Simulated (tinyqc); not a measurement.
# Threshold of a short bulk MOSFET: charge sharing, barrier lowering, narrow width, step by step

Program tinyqc, `OMP_NUM_THREADS=1 python tinyqc.py 2002136 2002137 out.jsonl`; Intel Xeon 2.30GHz, shared host, one thread, about 0.01 s. Printed values are rounded.

n-channel device on a p-type body, depletion approximation, full ionisation. Uniform doping N = Na. Vbi from Boltzmann statistics is rough for the degenerate source. Cox = eps0 eox/tox.

Inputs (values chosen for the exercise); band and dielectric values close to those of silicon: temperature T = 300 K; band gap Eg = 1.11 eV; relative permittivity eps_r = 11.8; conduction-band density of states at T Nc = 2.76e19 cm^-3; valence-band density of states at T Nv = 2.68e19 cm^-3; relative permittivity of the gate insulator (close to hafnium oxide) eox = 21.6; insulator thickness tox = 20 nm; channel doping Na = 2.7e17 cm^-3; source and drain doping Nsd = 1e20 cm^-3; flat-band voltage for the doping Na Vfb = -0.99 V; junction depth xj = 63 nm; body-source voltage Vbs = -1 V; drain-source voltage Vds = 0.05 V; gate width W = 720 nm; shape factor of the fringing depletion at the width edges xw = 0.7854; channel length L = 240 nm.

Constants: q = 1.602176634e-19 C, kB = 1.380649e-23 J/K, Vt = kB T/q, eps0 = 8.8541878128e-14 F/cm where lengths are in cm. Results are converted to the units shown.

## Long-channel threshold and scales

ni = sqrt(Nc Nv) exp(-Eg/(2 Vt)), Eg in volts; 2 pB = 2 Vt ln(N/ni); flat band Vfb - Vt ln(N/Na); Wd = sqrt(2 eps0 eps_r (2 pB - Vbs)/(q N)); body term q N Wd/Cox; long-channel VT0 = flat band + 2 pB + body term; Vbi = Vt ln(N Nsd/ni^2); scale length l = sqrt((eps_r/eox) tox Wd).

N = 2.7e17 cm^-3
2 pB = 0.8715183 V
flat band = -0.99 V
Wd = 95.08025 nm
body term = 0.4301223 V
VT0 = 0.3116406 V
Vbi = 1.024420 V
l = 32.23104 nm

## Short-channel and narrow-width shifts

Charge sharing (trapezoid; it ignores Vds): F = (xj/L)(sqrt(1 + 2 Wd/xj) - 1), lowering = body term times F. Barrier lowering: th = exp(-L/(2 l)) + 2 exp(-L/l), lowering = th [2 (Vbi - 2 pB) + Vds], DIBL = th. Narrow width: rise = body term times xw Wd/W. VT by each model = VT0 - lowering + rise.

F = 0.2637075
lowering by charge sharing = 113.4265 mV
th = 0.02532576
lowering of the barrier = 9.010993 mV
DIBL = 25.32576 mV/V
narrow-width rise = 44.61087 mV
VT, charge sharing = 0.2428250 V
VT, barrier lowering = 0.3472405 V

L is 7.45 scale lengths. The charge-sharing lowering is 12.6 times the barrier lowering; the first falls off as 1/L and the second exponentially. Both describe the same loss of gate control, so they are alternatives and are not added.
